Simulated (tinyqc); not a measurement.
# CMOS latch-up, two-transistor model: effect of the temperature

A parasitic pnp (emitter at Vdd, base shunted by Rw) and npn (emitter at ground, base shunted by Rs) feed each other: the npn collector current flows out of the pnp base node, the pnp collector current into the npn base node. Forward-active transistors with constant gains: Icn = Isn exp(Vn/Vt), Icp = Isp (exp(Vp/Vt) - 1). A current Ii is injected into the npn base node.

Isn, Isp and Von are given at 293 K; the currents scale as T^3 exp(-1.12 V/Vt), Von falls by 1.5 mV/K, gains and resistances are fixed. Node equations: Vp/Rw + Icp/bp = Icn and Vn/Rs + Icn/bn = Icp + Ii. Loop gain G = gn gp/[(1/Rw + gp/bp)(1/Rs + gn/bn)], gn = Icn/Vt, gp = (Icp + Isp)/Vt; the off state ends where G = 1, and Ii there is the trigger current. On state with both base-emitter voltages at Von: npn base current Ib = (Von/Rs + bp Von/Rw)/(bn bp - 1), holding current Ih = (bn + 1) Ib + Von/Rs, holding voltage Vh = Vsat + Von + R2 (Ib + Von/Rs).

Parameters, values chosen for the exercise; values close to those of bulk CMOS: current gain of the npn bn = 2.8; current gain of the pnp bp = 2.8; saturation current of the npn at the reference temperature Isn = 1.1e-16 A; saturation current of the pnp at the reference temperature Isp = 2.2e-16 A; substrate resistance shunting the npn Rs = 600 ohm; well resistance shunting the pnp Rw = 700 ohm; resistance from the pnp collector to the npn base R2 = 31 ohm; base-emitter voltage in the on state Von = 0.82 V; saturation voltage Vsat = 0.14 V; supply voltage Vdd = 1.2 V.

Constants: q = 1.602176634e-19 C, kB = 1.380649e-23 J/K, Vt = kB T/q. Results are converted to the units shown.

Effect of the temperature:

| T (K) | Vn at trigger (V) | trigger current (mA) | Ih (mA) | Vh (V) |
|---|---|---|---|---|
| 233 | 0.84349 | 1.7726 | 4.3815 | 1.1204 |
| 263 | 0.79797 | 1.6676 | 4.1648 | 1.0719 |
| 293 | 0.75101 | 1.5598 | 3.9481 | 1.0234 |
| 323 | 0.70263 | 1.4494 | 3.7315 | 0.97495 |
| 353 | 0.65279 | 1.3362 | 3.5148 | 0.92646 |
| 383 | 0.60145 | 1.2203 | 3.2981 | 0.87798 |
| 413 | 0.54850 | 1.1014 | 3.0815 | 0.82950 |
| 443 | 0.49377 | 0.97910 | 2.8648 | 0.78102 |

What does the table show?

As T goes from 233 to 443 K, the trigger current falls from 1.77 to 0.979 mA, Ih falls from 4.38 to 2.86 mA and Vh falls from 1.12 to 0.781 V. Vh exceeds the supply Vdd = 1.2 V, which then cannot sustain a latched state, in 0 of the 8 rows.

Program tinyqc, `OMP_NUM_THREADS=1 python tinyqc.py 2670104 2670105 out.jsonl`; Intel Xeon 2.30GHz, shared host, one thread, about 0.06 s.
